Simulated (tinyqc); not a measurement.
# Zener tunnelling in a reverse-biased junction, two-band WKB: effect of temperature

Abrupt p-n junction, depletion approximation. Energies E are counted from the conduction-band edge of the neutral n side; its Fermi level lies at dn, that of the p side at dn - V, and the valence-band edge of the neutral p side at Em = dn + dp - V. Tunnelling needs 0 < E < Em. Two-band dispersion with equal masses m: inside the gap kappa = sqrt(m u (1 - u/Eg)/C), u the distance from a band edge, C = hbar^2/(2 m0).

Nc and Nv are given at 350 K and scale as (T/350 K)^1.5; Eg, m and eps_r are held. Nd = Nc F12(dn/Vt), Na = Nv F12(dp/Vt), F12(x) = (2/sqrt(pi)) int_0^infinity sqrt(u)/(1 + exp(u - x)) du; dn = EF - Ec on the n side, dp = Ev - EF on the p side (negative outside the bands); Vbi = Eg + dn + dp. W = sqrt(2 eps0 eps_r (Vbi - V)(1/Na + 1/Nd)/q), mean field F = (Vbi - V)/W, peak field 2 F. In a uniform field F the exponent is S = pi sqrt(m/C) Eg^1.5/(4 F). Transverse energy Et = C kt^2/m raises it to S (1 + 4 Et/Eg), so T = exp(-S) exp(-Et/Eb) with Eb = Eg/(4 S). KJ = (2 q^2/h) m/(4 pi C) (times 1e14 for A/cm^2 per eV^2). J = KJ exp(-S) Eb times the integral from 0 to Em of [f(E - dn) - f(E - dn + V)] [1 - exp(-min(E, Em - E)/Eb)] dE, f(x) = 1/(1 + exp(x/Vt)), with S and Eb from the mean field; J > 0 flows from p to n.

Inputs (values chosen for the exercise); band and dielectric values close to those of indium phosphide:

| symbol | value | unit | meaning |
|---|---|---|---|
| Eg | 1.36 | eV | band gap |
| eps_r | 12.3 |  | relative permittivity |
| Nc | 7.18e17 | cm^-3 | conduction-band density of states at 350 K |
| Nv | 1.41e19 | cm^-3 | valence-band density of states at 350 K |
| m | 0.091 | m0 | band-edge mass of the two-band model |
| Na | 6.7e18 | cm^-3 | acceptor density |
| Nd | 3.2e18 | cm^-3 | donor density |
| V | -0.34 | V | bias of the p side |

Constants: q = 1.602176634e-19 C, kB = 1.380649e-23 J/K, hbar = 1.054571817e-34 J s, h = 6.62607015e-34 J s, m0 = 9.1093837015e-31 kg, Vt = kB T/q, eps0 = 8.8541878128e-14 F/cm where lengths are in cm, hbar^2/(2 m0) = 0.0380998212 eV nm^2. Results are converted to the units shown.

Results:

| T (K) | Vbi (V) | mean field (MV/cm) | S | J (A/cm^2) |
|---|---|---|---|---|
| 50 | 1.480 | 0.5385 | 35.75 | -1.409e-9 |
| 150 | 1.472 | 0.5372 | 35.83 | -1.271e-9 |
| 200 | 1.464 | 0.5361 | 35.91 | -1.159e-9 |
| 300 | 1.445 | 0.5332 | 36.11 | -8.992e-10 |
| 400 | 1.419 | 0.5294 | 36.37 | -6.400e-10 |

Estimate the missing row, T = 100 K.

Computed row:

| T (K) | Vbi (V) | mean field (MV/cm) | S | J (A/cm^2) |
|---|---|---|---|---|
| 100 | 1.477 | 0.5380 | 35.78 | -1.357e-9 |

With this row back in the table: Vbi falls from 1.48 to 1.42 V, S rises from 35.8 to 36.4, and |J| falls from 1.41e-9 to 6.40e-10 A/cm^2, a spread of a factor 2.20. That is small against a thermally activated current. The shrinking of the gap with temperature, left out here, would raise J.

Range of the model: Parabolic densities of states, no band tails and no gap narrowing, all of which matter at such doping.

Computed by the program tinyqc: `OMP_NUM_THREADS=1 python tinyqc.py 2620064 2620065 out.jsonl`, one thread of a shared Intel Xeon 2.30GHz, about 0.01 s for the whole run.
